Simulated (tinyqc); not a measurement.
A particle near a wafer in liquid: double-layer and van der Waals forces (DLVO), deposition barrier and removal: one step, computed by the program tinyqc. Command: `OMP_NUM_THREADS=1 python tinyqc.py 3110501 3110502 out.jsonl dlvo walk`. One thread of a shared host (Intel(R) Xeon(R) Processor @ 2.30GHz), about 0.01 s of CPU time with the checks.

Sphere and flat wall, Derjaguin approximation, constant potentials in the linear-superposition form, no retardation and no hydration force.

Question. Critical salt concentration. The barrier height is zero when U = 0 and F = 0 together: kappa h = 1 and kappa = 6 Z/(e A), e = 2.718282 here; c follows from kappa^2, with the potentials held fixed.

Inputs (values chosen for the exercise, of the order of those for silica on silica in water): Hamaker constant A = 4.7e-21 J; salt concentration c = 0.0052 mol/L; temperature T = 298 K.

Z = 4.582208 pN

kappa = 0.2372577 1/nm

Give: critical kappa; critical concentration.

Answer.

critical kappa = 2.152 1/nm

critical concentration = 0.4278 mol/L
